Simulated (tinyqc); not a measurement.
Born-von Karman spring model of a cubic crystal with one atom per cell: one step, computed by the program tinyqc.

First neighbours lie at a/2 (1,1,1) (8 of them), second at a (1,0,0) (6), with all permutations and signs; the volume per atom is Omega = a^3/2. Two shells of springs match a real metal only roughly, above all at the zone boundary.

Problem. Elastic constants from long waves. [ij,kl] = (1/(2 Omega)) sum_R K_ij R_k R_l; C11 = [xx,xx], C44 = [xx,yy], C12 = 2 [xy,xy] - C44; B = (C11 + 2 C12)/3; Zener ratio A = 2 C44/(C11 - C12). K(R) = kL n n^T + kT (1 - n n^T).

Inputs (values chosen for the exercise, modelled on molybdenum):
```
quantity,value,unit
lattice constant a,3.147,angstrom
radial spring k1L,3.84,eV/angstrom^2
transverse spring k1T,-0.029,eV/angstrom^2
radial spring k2L,3.4,eV/angstrom^2
transverse spring k2T,-0.22,eV/angstrom^2
```

Lattice: bcc.

Constants: 1 eV/angstrom^3 = 160.2176634 GPa.

Give: C11; C12; C44; bulk modulus B; Zener ratio A.

Solution.

C11 = 474.6 GPa

C12 = 156.7 GPa

C44 = 106.0 GPa

bulk modulus B = 262.6 GPa

Zener ratio A = 0.6667

C12 - C44 = 50.71 GPa: the Cauchy relation fails because sum_R kT R^2 is not zero; a negative sum gives a positive Cauchy pressure.
